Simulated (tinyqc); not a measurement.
# Sub-threshold conduction and electro-thermal threshold of an amorphous chalcogenide: the S-shaped curve

Trap-limited conduction: I = I0 exp(-Ea/kB T) sinh(q V dz/(2 ua kB T)), I0 = 2 q A Nt dz/ta. One lumped temperature T = T0 + Rt I V. The threshold is the largest V for which a steady state exists on the low-current branch.

For each T, V solves Rt I(V, T) V = T - T0.

Inputs (values chosen for the exercise); values of the order of Ge-Sb-Te and related chalcogenides:
- T0 = 300 K (ambient temperature)
- A = 970 nm^2 (cross-section)
- ua = 36 nm (amorphous thickness)
- dz = 5.5 nm (distance between traps)
- Ea = 0.42 eV (activation energy)
- Nt = 4.9e19 cm^-3 (trap density)
- ta = 1e-15 s (attempt time)
- Rt = 3.2 K/uW (thermal resistance)

Constants: q = 1.602176634e-19 C, kB = 1.380649e-23 J/K. Results are converted to the units shown.

The S-shaped curve:
```
T (K)  V (V)  I (uA)  V/I (kohm)
302    1.561  0.4005        3897
304    1.736  0.7201        2410
310    1.943   1.609        1208
319    2.051   2.895       708.4
329    2.092   4.331       483.1
338    2.101   5.653       371.6
357    2.077   8.574       242.3
384    2.003   13.11       152.8
422    1.868   20.41       91.50
471    1.682   31.77       52.94
547    1.408   54.81       25.69
```

V goes from 1.56 through a maximum of 2.10 (at T = 338 K among the rows listed) to 1.41 V, while I rises from 0.400 to 54.8 uA. The exact threshold is 2.101 V at 337.9 K; beyond it V falls as I rises, a negative differential resistance that a voltage source cannot hold. For T = 547 the layer would crystallise if held at such a temperature.

Range of the model: Purely electronic switching mechanisms, filaments and series resistance are left out.

Program tinyqc, `OMP_NUM_THREADS=1 python tinyqc.py 2490118 2490119 out.jsonl`; Intel Xeon 2.30GHz, shared host, one thread, about 0.01 s.
